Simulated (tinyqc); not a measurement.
Valence-band offset from core levels (Kraut method), with the dipole against the affinity rule: two steps of the calculation.

Binding energies are counted downwards from the Fermi level. dEv > 0 means that the valence edge of B lies below that of A, dEc > 0 that the conduction edge of B lies above that of A; dEc + dEv = EgB - EgA. The spectra are made-up values treated as data.

Values chosen for this exercise; gaps and affinities close to those of gallium arsenide (A) and hafnium oxide (B):
- EgA = 1.43 eV (gap of the substrate A)
- EgB = 5.97 eV (gap of the overlayer B)
- chiA = 4.01 eV (electron affinity of A)
- chiB = 2.41 eV (electron affinity of B)
- cA = 97.05 eV (core level of bare A)
- cB = 18.76 eV (core level of thick B)
- vB = 2.66 eV (valence-band maximum of thick B)
- ei = 5 (relative permittivity inside the dipole layer)
- dd = 0.27 nm (thickness of the dipole layer)
- iA = 96.89 eV (core level of A under a thin film of B)
- iB = 19.92 eV (core level of B in that thin film)

Constants: q = 1.602176634e-19 C, eps0 = 8.8541878128e-14 F/cm where lengths are in cm. Results are converted to the units shown.

Problem 1. Offsets. dEv = (iB - iA) - (cB - vB) + (cA - vA), dEc = EgB - EgA - dEv.

vA = 0.85563143 eV

Give: cA - vA; cB - vB; iB - iA; dEv; dEc.

Solution 1.

cA - vA = 96.194 eV
cB - vB = 16.100 eV
iB - iA = -76.970 eV
dEv = 3.1244 eV
dEc = 1.4156 eV

The alignment is type I (straddling). Both offsets exceed 1 eV, the usual requirement for a gate dielectric. A rigid shift of all levels, by charging or doping, cancels in the differences.

Problem 2. Interface dipole. The affinity rule gives dEc(0) = chiA - chiB; the dipole step is D = dEc - dEc(0), and two sheets of opposite charge dd apart hold N = eps0 ei |D|/(q dd).

dEc = 1.4156314 eV

Give: dEc(0); D; N; field in the dipole layer.

Solution 2.

dEc(0) = 1.6000 eV
D = -0.18437 eV
N = 1.8868e13 cm^-2
field in the dipole layer = 6.8285 MV/cm

N is 0.027 elementary charges for each of about 7e14 surface atoms per cm^2.

tinyqc, about 0.01 s, one thread, Intel Xeon 2.30GHz (shared host): `OMP_NUM_THREADS=1 python tinyqc.py 2410101 2410102 out.jsonl`
